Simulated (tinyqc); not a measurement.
MOSFET with velocity saturation and source resistance: one step of the calculation.

Strong inversion, charge Q = Cox (Vg - m V) at channel potential V with Vg the gate overdrive, and drift velocity v = mu E/(1 + mu E/vsat). Integrating along the channel gives I = mu Cox (1/L)(Vg Vd - m Vd^2/2)/(1 + Vd/Vc) per width, Vc = vsat L/mu, which peaks at Vdsat. Units: I in uA/um, Rs in ohm um, so the drop over Rs is 1e-6 I Rs volts.

Task. Saturation without source resistance. Vg = Vgs - VT (0 if negative), mu = mu0/(1 + th Vg), Vc = vsat L/mu, x = sqrt(1 + 2 Vg/(m Vc)), Vdsat = 2 Vg/(m (1 + x)), Isat = Cox vsat Vg (x - 1)/(x + 1) per width. Long-channel limit: mu Cox Vg^2/(2 m L); short-channel limit: Cox vsat Vg.

Parameters, values chosen for the exercise:
- Cox = 1.06 uF/cm^2 (gate capacitance)
- mu0 = 330 cm^2/(V s) (mobility at low gate voltage)
- th = 0.4 1/V (mobility degradation)
- vsat = 1.1e7 cm/s (saturation velocity)
- m = 1.19 (body factor)
- VT = 0.41 V (threshold)
- L = 1 um (channel length)
- Vgs = 1 V (gate voltage)

Give: Vg; mu; Vc; Vdsat; Isat; long-channel limit; short-channel limit.

Result.

Vg = 0.59000 V
mu = 266.99 cm^2/(V s)
Vc = 4.1200 V
Vdsat = 0.46909 V
Isat = 37.054 uA/um
long-channel limit = 41.393 uA/um
short-channel limit = 687.94 uA/um

Computed by the program tinyqc: `OMP_NUM_THREADS=1 python tinyqc.py 2500109 2500110 out.jsonl`, one thread of a shared Intel Xeon 2.30GHz, about 0.01 s for the whole run.
